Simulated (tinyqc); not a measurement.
## Doping and flat-band voltage from the body effect

Inverse problem. VT = Vfb + 2 phiF + gamma sqrt(2 phiF + Vsb), phiF = Vt ln(Na/ni), gamma = sqrt(2 q eps0 eps_r Na)/Cox, Cox = eps0 eox/tox. Find Na, gamma and Vfb from two thresholds.

Inputs (values chosen for the exercise); material values close to those of silicon:
- T = 300 K (temperature)
- eps_r = 11.7 (relative permittivity of the semiconductor)
- eox = 3.87 (relative permittivity of the gate insulator)
- tox = 14 nm (insulator thickness)

Constants: q = 1.602176634e-19 C, kB = 1.380649e-23 J/K, Vt = kB T/q, eps0 = 8.8541878128e-14 F/cm where lengths are in cm. Results are converted to the units shown.

VT at Vsb = 0 and 2.1 V (V): [-0.073705280, 0.038337491]
ni = 1.2717360e10 cm^-3

Solution. The difference of the thresholds, gamma [sqrt(2 phiF + Vsb) - sqrt(2 phiF)], holds no Vfb and rises with Na, so it has one root; Vfb then follows from the first threshold.

Na = 3.10e15 cm^-3
gamma = 0.131 V^0.5
Vfb = -0.820 V

Program tinyqc, `OMP_NUM_THREADS=1 python tinyqc.py 2360099 2360100 out.jsonl`; Intel Xeon 2.30GHz, shared host, one thread, about 0.04 s.
